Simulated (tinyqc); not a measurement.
Inputs raised by 2 %, one at a time: nucleation and growth of vacancy voids in a cooling silicon-like crystal. Computed by tinyqc, a small Python program. Command: `OMP_NUM_THREADS=1 python tinyqc.py 3007093 3007094 out.jsonl voids sens`. One thread of a shared host (Intel(R) Xeon(R) Processor @ 2.30GHz), about 0.3 s of CPU time with the checks.

Spherical voids; vacancies are lost only to voids.

Inputs (values chosen for the exercise, close to those used for silicon):
```
quantity                                    value    unit
vacancy density at the melting point C_m  8.2e+14  1/cm^3
formation energy E_f                         4.19      eV
melting point T_m                            1685       K
diffusion prefactor D0                      0.001  cm^2/s
migration energy E_m                         0.44      eV
site density rho                            5e+22  1/cm^3
void surface energy gamma                   0.939   J/m^2
cooling rate q                                6.7   K/min
vacancy excess C0                         1.3e+14  1/cm^3
temperature of the worked step T             1400       K
temperature step                              0.2       K
```

Vacancy supply: given.

Constants: k_B = 8.617333262e-05 eV/K; k_B = 1.380649e-23 J/K; e = 1.602176634e-19 C.

Method:
- C = C0 as given.
- C_e = C_m exp[-(E_f/k_B)(1/T - 1/T_m)]; D = D0 exp(-E_m/(k_B T)); f = k_B T ln(C/C_e); r* = 2 gamma/(rho f); W* = 16 pi gamma^3/(3 rho^2 f^2); Z = f/sqrt(12 pi W* k_B T); I = rho Z (4 pi r* D C) exp(-W*/(k_B T)).
- March down from 1500 K in steps dT, dt = dT/q, with values at the upper end of each step: a class of I dt voids is born with r*; then all classes grow by r^2 += 2 D (C - C_e) dt/rho; C falls by the vacancies added to voids. Stop at 1150 K. T_n is the T of the largest I, N the final count (classes under 1e-6 /cm^3 are dropped), and the mean radius the number average.

Runs:
```
input moved                                           from         to  void density N (1/cm^3)  mean radius (nm)  rate I (1/(cm^3 s))  W*/(k_B T)
base run                                                 -          -               7.6779e+06            42.860           2.9547e+04      47.251
vacancy density at the melting point C_m (1/cm^3)  8.2e+14  8.364e+14               7.7167e+06            42.787           1.8422e+04      47.718
formation energy E_f (eV)                             4.19     4.2738               7.7210e+06            42.783           4.2502e+05      44.613
diffusion prefactor D0 (cm^2/s)                      0.001    0.00102               7.4565e+06            43.281           3.0138e+04      47.251
void surface energy gamma (J/m^2)                    0.939    0.95778               7.7138e+06            42.776           1.6224e+03      50.143
cooling rate q (K/min)                                 6.7      6.834               7.9059e+06            42.443           2.9547e+04      47.251
vacancy excess C0 (1/cm^3)                         1.3e+14  1.326e+14               7.5661e+06            43.356           4.8007e+04      46.790
```

Exponents ln(y'/y) / ln(x'/x):
```
input                                     void density N  mean radius    rate I  W*/(k_B T)
vacancy density at the melting point C_m           0.255       -0.086   -23.857       0.497
formation energy E_f                               0.283       -0.091   134.637      -2.900
diffusion prefactor D0                            -1.478        0.493     1.000       0.000
void surface energy gamma                          0.235       -0.099  -146.548       3.000
cooling rate q                                     1.478       -0.493     0.000       0.000
vacancy excess C0                                 -0.741        0.582    24.511      -0.495
```

Among the inputs moved here: void density N answers most in size to diffusion prefactor D0 (exponent -1.478), and about equally to cooling rate q (+1.478). Its exponent -1.478 in diffusion prefactor D0: only q/D matters. Its exponent +1.478 in cooling rate q: the scaling law of burst nucleation. Mean radius answers most in size to vacancy excess C0 (exponent +0.582), next to diffusion prefactor D0 (+0.493). Its exponent +0.493 in diffusion prefactor D0: only q/D matters. Its exponent -0.493 in cooling rate q: fixed volume shared among q^(3/2) voids. Rate I answers most in size to void surface energy gamma (exponent -146.548), next to formation energy E_f (+134.637); its exponent is below 0.0005 for cooling rate q. W*/(k_B T) answers most in size to void surface energy gamma (exponent +3.000), next to formation energy E_f (-2.900); its exponent is below 0.0005 for diffusion prefactor D0, cooling rate q.
